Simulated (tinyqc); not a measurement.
Ways to reach the isolated limit: finite-size error of a charged defect in a periodic cell: Madelung and Makov-Payne terms. Computed by tinyqc, a small Python program. Command: `OMP_NUM_THREADS=1 python tinyqc.py 3017601 3017602 out.jsonl imagecharge walk`. One thread of a shared host (Intel(R) Xeon(R) Processor @ 2.30GHz), about 0.07 s of CPU time with the checks.

L is the cube root of the cell volume. The defect charge is a Gaussian, rho(r) = q (2 pi sigma^2)^(-3/2) exp(-r^2/2 sigma^2), repeated periodically in a uniform neutralising background and screened by a continuum. The model cell energy is E(L) = E_0 + [periodic - isolated electrostatic energy].

Inputs (values chosen for the exercise, for a model host):

| quantity | value | unit |
|---|---|---|
| charge q | -2 | e |
| cell length L | 14.4 | angstrom |
| dielectric constant eps | 6.3 | - |
| axis ratio c/a | 1.33 | - |
| width sigma of the defect charge | 0.87 | angstrom |
| formation energy of the isolated defect E_0 | 3.536 | eV |

Supercell lattice: tetragonal. Screening: isotropic.

scatter added to the six cells, standing for numerical noise (meV): 30  16  -16  14  -18  -22

Constants: e^2/(4 pi eps_0) = 14.39964548 eV angstrom.

Method:
- Cell vectors: (1,0,0), (0,1,0), (0,0,c/a), scaled to volume L^3.
- Ewald sum for a unit point charge: scale each Cartesian component of the cell by 1/sqrt(eps_i), giving R', G' and V'; E = [ (1/2) sum erfc(eta R')/R' + (2 pi/V') sum exp(-G'^2/4 eta^2)/G'^2 - eta/sqrt(pi) - pi/(2 V' eta^2) ] e^2/(4 pi eps_0) / sqrt(eps_x eps_y eps_z), over n_i = -6..6, omitting n = (0,0,0), eta = 2/V'^(1/3). alpha = -2 E eps_g L/(e^2/(4 pi eps_0)), eps_g = (eps_x eps_y eps_z)^(1/3).
- Periodic energy of the Gaussian: (2 pi q^2/V) sum_(G != 0) exp(-sigma^2 G^2)/(G.eps.G) x e^2/(4 pi eps_0), n_i = -k..k with k = max(9, L/sigma rounded up). Isolated energy: q^2/(2 sqrt(pi) sigma) <1/(n.eps.n)> e^2/(4 pi eps_0), the mean over directions n, here 1/eps.
- Cells of the same shape with L scaled by 0.7, 0.85, 1, 1.25, 1.5 and 2; the scatter is added to E(L).
- The point-charge correction scales as 1/L from its value at the input L.
- Least-squares fits of E(L) to a + b/L, a + c/L^3 or a + b/L + c/L^3; the estimate is a, and errors are against E_0.

Scaling data:

| L (angstrom) | 1/L (1/angstrom) | E(L) (eV) | E(L) + point-charge correction (eV) |
|---|---|---|---|
| 10.08 | 0.0992063 | 2.35885 | 3.60845 |
| 12.24 | 0.0816993 | 2.54663 | 3.57571 |
| 14.40 | 0.0694444 | 2.65984 | 3.53456 |
| 18.00 | 0.0555556 | 2.85768 | 3.55746 |
| 21.60 | 0.0462963 | 2.93917 | 3.52231 |
| 28.80 | 0.0347222 | 3.07846 | 3.51582 |

point-charge correction -q^2 E = 0.874721 eV

nearest image = 13.0942 angstrom

Estimates of E_0:

| way | estimate (eV) | error (meV) |
|---|---|---|
| largest cell, uncorrected | 3.0785 | -457.54 |
| largest cell, point-charge term | 3.5158 | -20.18 |
| 1/L fit, three smallest | 3.3692 | -166.78 |
| 1/L fit, all six | 3.4644 | -71.56 |
| 1/L^3 fit, all six | 3.0030 | -533.02 |
| 1/L and 1/L^3, three smallest | 3.1302 | -405.82 |
| 1/L and 1/L^3, all six | 3.5014 | -34.64 |
| corrected data, 1/L^3 fit | 3.5186 | -17.37 |

coefficient b of the full fit = -12.174 eV angstrom

Best here: corrected data, 1/L^3 fit (-17.4 meV); worst: 1/L^3 fit, all six (-533 meV). The fitted b is 96.7 % of the Madelung value -q^2 alpha e^2/(8 pi eps_0 eps_g), so such a fit also measures the screening. The three-term fit to three small cells has no spare point and magnifies the scatter.

Extremes, crossings and ranges named in words are read from the listed rows.
